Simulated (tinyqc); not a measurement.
Coupling ratio and rate constant from the late transient.

Question. Long after the knee a floating-gate cell follows U = Vg - (tox/ag) B/ln(K t). Find K and ag.

Values chosen for this exercise: tunnel oxide thickness tox = 8.8 nm; control-gate voltage Vg = 14.3 V.

U at t = 0.005 and 0.5 s (V): 2.1904556  3.9050923
B = 25.740332 V/nm

Solution. 1/(Vg - U) is linear in ln t; the ratio of the two values gives ln(K t_a), and either value gives ag.

K = 2.666e14 1/s
ag = 0.6700

Computed by the program tinyqc: `OMP_NUM_THREADS=1 python tinyqc.py 2130119 2130120 out.jsonl`, one thread of a shared Intel Xeon 2.30GHz, about 0.02 s for the whole run.
